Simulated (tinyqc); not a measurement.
Off-state leakage of single and stacked transistors: two steps of the calculation.

n-channel devices of unit width. Subthreshold current I(Vg, Vs, Vd) = I0 (T/300 K)^0.5 exp[(Vg - Vs - VT(T) - gb (Vs - Vb) + dd (Vd - Vs))/(nf Vt)] (1 - exp(-(Vd - Vs)/Vt)), VT(T) = VT - cT (T - 300 K). Gate-edge tunnelling Ig (Vd/1 V) exp(ag (Vd - 1 V)), for a gate at 0 V, and band-to-band leakage Ab u exp(-Bb/u), u = Vd - Vb + 1 V, flow at a drain held at V; both are taken as independent of T. In a stack of off transistors (all gates at 0 V) the same subthreshold current passes through each.

Values chosen for this exercise; values of the order met in bulk silicon logic transistors:
- T = 300 K (temperature)
- V = 1 V (supply voltage)
- VT = 0.33 V (threshold at 300 K, zero drain and body bias)
- cT = 0.6 mV/K (fall of the threshold with temperature)
- I0 = 0.12 uA/um (current at threshold at 300 K)
- nf = 1.47 (slope factor)
- dd = 0.1 (drain-induced lowering per volt)
- gb = 0.21 (rise of the threshold per volt of source-body bias)
- Ig = 0.0002 uA/um (gate-edge tunnelling current at 1 V)
- ag = 3.9 1/V (exponential slope of the gate current)
- Ab = 10 uA/(um V) (prefactor of band-to-band leakage at the drain)
- Bb = 24 V (its exponential voltage)
- Vb = -0.3 V (body voltage)

Constants: q = 1.602176634e-19 C, kB = 1.380649e-23 J/K, Vt = kB T/q. Results are converted to the units shown.

Problem 1. Leakage of one transistor. Vg = Vs = 0, Vd = V; effective threshold VT(T) - gb Vb - dd V.

Wanted: effective threshold; parts; total; shares.

Solution 1.

effective threshold = 0.2930 V
parts (nA/um): subthreshold 0.05380, gate edge 0.2000, band-to-band 0.6760
total = 0.9298 nA/um
shares (%): subthreshold 5.786, gate edge 21.51, band-to-band 72.70

The band-to-band part is the largest.

Problem 2. New Vx. Stack of two, Vx the node between them: I_low = I(0, 0, Vx), I_up = I(0, Vx, V), f = ln(I_up/I_low), f' = -(1 + gb + 2 dd)/(nf Vt) - 1/(Vt (exp(Vx/Vt) - 1)) - 1/(Vt (exp((V - Vx)/Vt) - 1)), Vx(new) = Vx - f/f'.

Vx at the start = 0.071 V

Give: I_low; I_up; f; f'; Vx after iteration 1.

Solution 2.

I_low = 0.004368 nA/um
I_up = 0.004654 nA/um
f = 0.06341
f' = -39.75 1/V
Vx after iteration 1 = 0.07260 V

Program tinyqc, `OMP_NUM_THREADS=1 python tinyqc.py 2242110 2242111 out.jsonl`; Intel Xeon 2.30GHz, shared host, one thread, about 0.04 s.
